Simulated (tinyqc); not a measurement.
Three structures under pressure: Born-Mayer model of an ionic crystal AB. Computed by tinyqc, a small Python program. Command: `OMP_NUM_THREADS=1 python tinyqc.py 3017974 3017975 out.jsonl bornmayer walk`. One thread of a shared host (Intel(R) Xeon(R) Processor @ 2.30GHz), about 0.01 s of CPU time with the checks.

Energies are per ion pair and r is the nearest distance of unlike ions.

Inputs (values chosen for the exercise, for a model salt): ionic charge z = 2; unlike repulsion lambda = 2130 eV; range rho = 0.307 angstrom.

Structure: zinc blende. Short range: nearest neighbours only.

Constants: e^2/(4 pi eps_0) = 14.39964548 eV angstrom; 1 eV/angstrom^3 = 160.2176634 GPa.

Method:
- Madelung constant M, unlike neighbours z1, like neighbours z2 at f r, volume per pair: rock salt 1.747565, 6, 12, sqrt2, 2 r^3; caesium chloride 1.762675, 8, 6, 2/sqrt3, 8 r^3/(3 sqrt3); zinc blende 1.638055, 4, 12, sqrt(8/3), 16 r^3/(3 sqrt3).
- U(r) = -M z^2 e^2/(4 pi eps_0 r) + z1 lambda exp(-r/rho).
- With the volume written as c r^3, under pressure take the root at the minimum of the enthalpy and solve U'(r) + 3 c r^2 P = 0; H = U + P V; B = (U'' - 2 U'/r)/(9 c r).

Enthalpy (eV per pair):
```
P (GPa)  rock salt  caesium chloride  zinc blende
0          -36.802           -35.658      -36.344
2          -36.466           -35.360      -35.916
5          -35.970           -34.920      -35.286
10         -35.161           -34.199      -34.266
20         -33.601           -32.803      -32.321
40         -30.662           -30.157      -28.715
70         -26.588           -26.463      -23.797
100        -22.802           -23.009      -19.287
```

volumes at zero pressure (angstrom^3): rock salt 27.055, caesium chloride 23.976, zinc blende 34.620

At zero pressure the order is rock salt < zinc blende < caesium chloride. Between 70 and 100 GPa the lowest enthalpy passes from rock salt to caesium chloride. Pressure favours the denser structure, through P V. The Madelung constants, the number of repulsive contacts and the volumes (27.1, 24.0, 34.6 angstrom^3 at P = 0) all matter. Caution: rigid ions with fixed charges leave out polarisation and covalency, so such models often misplace transition pressures.

Extremes, crossings and ranges named in words are read from the listed rows.
